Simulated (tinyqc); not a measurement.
# CMOS inverter, nodal equation and switching: what changes with what

An n-channel pull-down (bn, VTn) and a p-channel pull-up (bp, VTp) share the input Vin and the output node Vout, which carries the load C. Transistor (EKV form, voltages against the body): I = 2 n b Vt^2 [F(vp - Vs) - F(vp - Vd)] from drain to source, F(v) = ln^2(1 + exp(v/(2 Vt))), vp = (Vg - VT + sg |Vd - Vs|)/n. n-channel bodies are at 0; for the p-channel device all voltages are counted down from Vdd. b in uA/V^2 gives I in uA. Static: In = Ip. Transient: C dVout/dt = Ip - In. No velocity saturation, no gate capacitance beyond C.

Inputs (values chosen for the exercise):
- T = 300 K (temperature)
- Vdd = 1 V (supply voltage)
- n = 1.16 (slope factor)
- sg = 0.084 (drain-induced barrier lowering)
- VTn = 0.37 V (n-channel threshold)
- VTp = 0.26 V (p-channel threshold (magnitude))
- bn = 450 uA/V^2 (gain factor of the pull-down transistor)
- bp = 140 uA/V^2 (gain factor of the pull-up transistor)
- C = 3.6 fF (load capacitance)

Constants: q = 1.602176634e-19 C, kB = 1.380649e-23 J/K, Vt = kB T/q. Results are converted to the units shown.

Each table varies one quantity; the others keep the values above.

## Effect of the gain factor of the pull-up transistor

VM solves In = Ip with Vin = Vout; VIL and VIH are the inputs of gain -1, NML = VIL - Vout(VIH), NMH = Vout(VIL) - VIH. For a step input the delay to Vdd/2 is tHL = C times the integral of dV/(In - Ip) from Vdd/2 to Vdd at Vin = Vdd, and tLH likewise with Ip - In from 0 to Vdd/2 at Vin = 0.

Effect of the gain factor of the pull-up transistor:
```
bp (uA/V^2),VM (V),gain at VM,NML (V),NMH (V),tHL (ps),tLH (ps)
90,0.4671,-11.90,0.3094,0.4174,19.39,72.76
140,0.4891,-11.90,0.3329,0.3865,19.39,46.77
210,0.5100,-11.90,0.3573,0.3567,19.39,31.18
320,0.5324,-11.90,0.3854,0.3251,19.39,20.46
500,0.5564,-11.90,0.4176,0.2922,19.39,13.10
760,0.5789,-11.90,0.4488,0.2629,19.39,8.616
1200,0.6028,-11.90,0.4829,0.2338,19.39,5.457
1800,0.6234,-11.90,0.5120,0.2109,19.39,3.638
```

What does the comparison show?

As bp goes from 90 to 1800 uA/V^2, VM rises from 0.467 to 0.623 V, the size of the gain stays near 11.9, tHL stays near 19.4 ps and tLH falls from 72.8 to 3.64 ps. The smaller margin is largest, 0.357 V, at bp = 210 uA/V^2 among the rows. A stronger pull-up raises VM and trades low-side against high-side margin. In every row the overdrive passes 0.5 V, where velocity saturation, left out here, would lengthen the delays of short devices.

## Effect of the drain-induced barrier lowering

Same model as above.

Effect of the drain-induced barrier lowering:
```
sg,VM (V),gain at VM,NML (V),NMH (V),tHL (ps),tLH (ps)
0.01,0.4974,-99.98,0.3921,0.4202,22.86,53.72
0.04,0.4939,-25.00,0.3681,0.4064,21.34,50.71
0.07,0.4906,-14.28,0.3441,0.3928,19.98,47.97
0.1,0.4873,-9.999,0.3202,0.3794,18.75,45.47
0.13,0.4842,-7.692,0.2965,0.3661,17.63,43.18
0.16,0.4812,-6.249,0.2730,0.3529,16.62,41.09
0.19,0.4783,-5.263,0.2498,0.3399,15.70,39.17
0.22,0.4755,-4.545,0.2270,0.3269,14.87,37.40
```

As sg goes from 0.01 to 0.22, VM falls from 0.497 to 0.476 V, the size of the gain falls from 100 to 4.54, tHL falls from 22.9 to 14.9 ps and tLH falls from 53.7 to 37.4 ps. The smaller margin is largest, 0.392 V, at sg = 0.01 among the rows. Barrier lowering gives both transistors an output conductance, which caps the gain. In every row the overdrive passes 0.5 V, where velocity saturation, left out here, would lengthen the delays of short devices.

tinyqc, about 0.04 s, one thread, Intel Xeon 2.30GHz (shared host): `OMP_NUM_THREADS=1 python tinyqc.py 2340051 2340052 out.jsonl`
